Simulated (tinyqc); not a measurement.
Core-shell quantum dot (spherical envelope functions): one step. Exciton and biexciton. Three cases, with inputs chosen for the exercise.

Task: Give E, the wavelength hc/E and the biexciton shift.

Overlap = (integral of u_e u_h)^2 with normalised u. Coulomb integrals J_ab = (q/eps) double integral of u_a(r)^2 u_b(s)^2/max(r, s), q = e^2/(4 pi eps0), one eps everywhere. Exciton E = Eg + E_e + E_h - J_eh; first-order biexciton shift J_ee + J_hh - 2 J_eh (positive: repulsive).

Constants: hc = 1239.841984 eV nm.

Give: E; wavelength; biexciton shift.

Case 1.

Values chosen (out of a larger set: near those of an InP/GaP core-shell dot; not measured data): Eg = 1.356 eV (gap of the core).

Levels:
```
carrier     E (eV)  share in the core
electron  0.229646            0.94792
hole      0.050380            0.98433
```

J_eh, J_ee, J_hh (meV): [57.944, 55.025, 61.526]

Result:

E = 1.578 eV
wavelength = 786 nm
biexciton shift = 1 meV

At first order the shift is the Coulomb integral of the net charge density with itself and cannot be negative; correlation, left out here, lowers it, and may reverse a shift as small as this.

Case 2.

Values chosen (out of a larger set: near those of a CdTe/CdSe core-shell dot; not measured data): Eg = 1.522 eV (gap of the core).

Levels:
```
carrier      E (eV)  share in the core
electron  -0.047341            0.12590
hole       0.341611            0.75486
```

J_eh, J_ee, J_hh (meV): [120.738, 99.120, 201.156]

Result:

E = 1.696 eV
wavelength = 731 nm
biexciton shift = 59 meV

At first order the shift is the Coulomb integral of the net charge density with itself and cannot be negative; correlation, left out here, lowers it.

Case 3.

Values chosen (out of a larger set: near those of a CdSe/CdS core-shell dot; not measured data): Eg = 1.733 eV (gap of the core).

Levels:
```
carrier     E (eV)  share in the core
electron  0.253719            0.69519
hole      0.121694            0.92698
```

J_eh, J_ee, J_hh (meV): [134.867, 121.300, 154.949]

Result:

E = 1.974 eV
wavelength = 628 nm
biexciton shift = 7 meV

At first order the shift is the Coulomb integral of the net charge density with itself and cannot be negative; correlation, left out here, lowers it, and may reverse a shift as small as this.

Computed by tinyqc, one run a case: `OMP_NUM_THREADS=1 python tinyqc.py N N+1 out.jsonl` with N = 1252475, 1252659, 1280079; one thread of a shared Intel(R) Xeon(R) Processor @ 2.30GHz, about 0.03 s a run at most.
